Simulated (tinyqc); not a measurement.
What grading buys: minority-electron transport through the base of a bipolar transistor (Moll-Ross and Kroemer integrals). Computed by tinyqc, a small Python program. Command: `OMP_NUM_THREADS=1 python tinyqc.py 3003665 3003666 out.jsonl base walk`. One thread of a shared host (Intel(R) Xeon(R) Processor @ 2.30GHz), about 0.01 s of CPU time with the checks.

Low injection, one dimension, x from the emitter edge (0) to the collector edge (W), s = x/W. Recombination is treated as a small correction (valid for tau_B well below tau_n), computed from the stored charge.

Inputs (values chosen for the exercise, modelled on silicon):
```
quantity                               value        unit
base doping at the emitter edge N_0  6.9e+18      1/cm^3
base width W                              84          nm
mu_min                                   180  cm^2/(V s)
mu_max                                  1320  cm^2/(V s)
N_ref                                1.3e+17      1/cm^3
saturation velocity v_s                 0.74    1e7 cm/s
temperature T                            300           K
```

Base doping profile: uniform. Gap grading: none. Exit of the base: infinite sink.

Constants: k_B = 8.617333262e-05 eV/K.

Method. N(x) = N_0; n_i(x)^2 = n_i^2 exp(s dE_g/k_B T); D(x) = (k_B T/e) mu, mu = mu_min + (mu_max - mu_min)/(1 + (N/N_ref)^0.7). With y(x) = N n_i^2/(D n_i(x)^2): base Gummel number G_B = int_0^W y dx; J_C = e n_i^2 exp(e V_BE/k_B T)/G_B; n(x) = (J_C/e)(n_i(x)^2/(N n_i^2)) [int_x^W y dx]; transit time tau_B = (e/J_C) int n dx; trapezoid rule on 401 even points.

The same base with other gradings:
```
dE_g (meV)  dE_g/k_B T  G_B (s/cm^4)  J_C gain  tau_B (ps)  speed gain
0                0.000    9.0924e+12     1.000      5.5345      1.0000
25               0.967    5.8275e+12     1.560      4.1101      1.3465
50               1.934    4.0216e+12     2.261      3.1918      1.7340
75               2.901    2.9618e+12     3.070      2.5726      2.1514
100              3.868    2.3015e+12     3.951      2.1373      2.5895
150              5.802    1.5623e+12     5.820      1.5799      3.5030
200              7.736    1.1748e+12     7.739      1.2460      4.4420
300             11.605    7.8357e+11    11.604      0.8717      6.3490
```

What follows from these numbers?

At 100 meV J_C rises by a factor 3.95 and the transit is 2.59 times faster; at 300 meV the factors are 11.60 and 6.35. For a uniform base without exit term both tend to be linear in dE_g/k_B T, J_C as x/(1 - exp(-x)) and the speed as x/2. From 300 meV on the mean velocity W/tau_B exceeds v_s, so those speed gains are overstated.
